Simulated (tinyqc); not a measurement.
# Phonon transmission through an interface between two chains by Green functions, step by step

A worked calculation. Computed by tinyqc, a small Python program that keeps every step. Command: `OMP_NUM_THREADS=1 python tinyqc.py 3016097 3016098 out.jsonl agf walk`. One thread of a shared host (Intel(R) Xeon(R) Processor @ 2.30GHz), about 0.01 s of CPU time with the checks. Intermediate numbers are printed to about 6 digits and carried at full precision; extremes and crossings named in words are read from the listed rows.

Two semi-infinite chains (masses m_1, m_2; springs k_1, k_2), motion along the chain. The central region holds the end atom of each chain and one interlayer atom of mass m_b, joined by springs k_b. lambda = omega^2 in eV/(angstrom^2 u); nu = 15.6333042 THz x sqrt(lambda).

Inputs (values chosen for the exercise, for two model chains):
```
quantity                          value           unit
mass m_1                           66.9              u
spring k_1                         8.81  eV/angstrom^2
mass m_2                           27.8              u
spring k_2                            7  eV/angstrom^2
junction spring k_b                4.21  eV/angstrom^2
interlayer mass m_b                  39              u
probe frequency / lower band top   0.74              -
temperature T                       500              K
```

Atoms in the interlayer: one.

Constants: nu for 1 eV/(angstrom^2 u) = 15.6333042 THz; h x 1 THz = 4.135667696 meV; k_B = 8.617333262e-05 eV/K; k_B = 1.380649e-23 J/K; h = 6.62607015e-34 J s.

## Band tops and impedances

nu_max = 15.6333042 THz x 2 sqrt(k/m); impedance Z = sqrt(k m); long-wave transmission 4 Z_1 Z_2/(Z_1 + Z_2)^2; the probe frequency is the given share of the lower band top.

band top of chain 1 = 11.3463 THz

band top of chain 2 = 15.6894 THz

Z_1 = 24.2773 sqrt(eV u)/angstrom

Z_2 = 13.9499 sqrt(eV u)/angstrom

long-wave transmission = 0.927014

probe frequency = 8.39629 THz

## Self-energies and the matrix at the probe frequency

In chain i, sin(q_i a/2) = nu/nu_max,i. An outgoing wave makes the next atom move as exp(i q_i a) times the end atom, so the lead adds the self-energy Sigma_i = -k_i exp(i q_i a) to the force-constant matrix; Gamma_i = -2 Im Sigma_i = 2 k_i sin(q_i a). A = lambda M - K - Sigma over the central atoms, with K_ii the sum of the springs at i, K_(i,i+1) = -k_b; G = inverse of A; transmission = Gamma_1 Gamma_2 |G_(first,last)|^2.

q_1 a = 1.66614 rad

q_2 a = 1.12938 rad

Gamma_1 = 17.5400 eV/angstrom^2

Gamma_2 = 12.6581 eV/angstrom^2

A (complex symmetric) (eV/angstrom^2):
```
                  end of 1  layer 1           end of 2
end of 1  5.43871+8.76999i  4.21000            0.00000
layer 1            4.21000  2.82962            4.21000
end of 2           0.00000  4.21000  -0.20052+6.32904i
```

## Transmission at the probe frequency

The formulas are those given above.

G_(first,last) = -0.0473518+0.0327907i angstrom^2/eV

transmission = 0.736542

It is below the long-wave value 0.927.

## Thermal conductance

Landauer conductance G = k_B int tau(nu) x^2 e^x/(e^x - 1)^2 d nu, x = h nu/(k_B T), from 0 to the lower band top (240 Gauss-Legendre points in s from 0 to 1, nu = nu_top sin(pi s/2)); tau is the transmission, and its thermal mean is G over the value for tau = 1 in the same window; the quantum is g_0 = pi^2 k_B^2 T/(3 h).

conductance G = 111.439 pW/K

thermal mean of the transmission = 0.734751

G/g_0 = 0.235494

## Transmission spectrum against simple models

Long-wave value 4 Z_1 Z_2/(Z_1 + Z_2)^2. Continuum estimate, with omega = sqrt(lambda): a slab of impedance Z_b = sqrt(k_b m_b) and phase p = omega x (number of interlayer atoms) x sqrt(m_b/k_b), tau = 4 Z_1 Z_2/[(Z_1 + Z_2)^2 cos^2 p + (Z_b + Z_1 Z_2/Z_b)^2 sin^2 p].

Transmission:
```
nu/nu_top  nu (THz)  Green function  long-wave value  continuum estimate
0.05         0.5673        0.923174         0.927014            0.926408
0.15         1.7020        0.896479         0.927014            0.921757
0.25         2.8366        0.860894         0.927014            0.913466
0.35         3.9712        0.840317         0.927014            0.903271
0.45         5.1059        0.855185         0.927014            0.893192
0.55         6.2405        0.911750         0.927014            0.885104
0.65         7.3751        0.939516         0.927014            0.880426
0.75         8.5098        0.696460         0.927014            0.879943
0.85         9.6444        0.286836         0.927014            0.883734
0.92        10.4386        0.115150         0.927014            0.888621
0.98        11.1194        0.034074         0.927014            0.893931
```

The transmission starts at the impedance value 0.927 and vanishes at the lower band top, 11.35 THz, above which chain 1 has no states. It first falls below half of that value at nu/nu_top = 0.85. The continuum estimate is within 0.05 up to nu/nu_top = 0.15; it leaves out dispersion, and it puts the faces of the slab half a spring from its outer atoms.

## Conductance against temperature

The formulas are those given above.

Conductance:
```
T (K)  G (pW/K)  mean transmission     G/g_0  G for transmission 1 (pW/K)
1      0.877316           0.926973  0.926973                     0.946431
5       4.38193           0.925991  0.925991                      4.73216
20      17.2936           0.913621  0.913621                      18.9286
50      41.9418           0.887031  0.886316                      47.2834
100     74.4337           0.833137  0.786467                      89.3415
200     99.9459           0.766951  0.528015                      130.316
400     110.065           0.738621  0.290738                      149.015
800     112.972           0.730433  0.149208                      154.665
```

At 1 K G/g_0 = 0.927; as T goes to 0 it tends to the long-wave transmission, where only the impedances count. Towards high T all modes count more and more alike; at 800 K G is 113 pW/K and the mean transmission is 0.730, which is at least 0.7 of the low-T value.

Checks made by the program: low-frequency limit against the impedance formula (relative difference 2e-08); unitarity: Gamma_1 |G_11|^2 + Gamma_2 |G_1N|^2 = -2 Im G_11 (relative difference below 1e-10); conductance against a 1500-point midpoint sum (relative difference below 1e-10).
